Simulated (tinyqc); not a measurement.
From results back to parameters: deformation-potential model of the X valleys of a conduction band. Three cases, with inputs chosen for the exercise.

Problem. An ellipsoidal valley with ml > mt has the density-of-states mass m_d = (ml mt^2)^(1/3) and, averaged over equivalent valleys, the conductivity mass m_c = 3/(1/ml + 2/mt).

Case 1.

m_d = 0.3514196 m0
m_c = 0.2726194 m0

Case 2.

m_d = 0.4948388 m0
m_c = 0.3429438 m0

Case 3.

m_d = 0.3535442 m0
m_c = 0.2771529 m0

Find: K = ml/mt; mt; ml.

Solution. With K = ml/mt, m_d/m_c = K^(1/3) (2 + 1/K)/3, which rises steadily for K > 1 and so fixes K; then mt = m_d K^(-1/3) and ml = K mt.

Case 1.

K = ml/mt = 5.591
mt = 0.198 m0
ml = 1.107 m0

Case 2.

K = ml/mt = 8.550
mt = 0.242 m0
ml = 2.069 m0

Case 3.

K = ml/mt = 5.361
mt = 0.202 m0
ml = 1.083 m0

Computed by tinyqc, one run a case: `OMP_NUM_THREADS=1 python tinyqc.py N N+1 out.jsonl` with N = 1081074, 1081155, 1081161; one thread of a shared Intel(R) Xeon(R) Processor @ 2.30GHz, about 0.03 s a run at most.
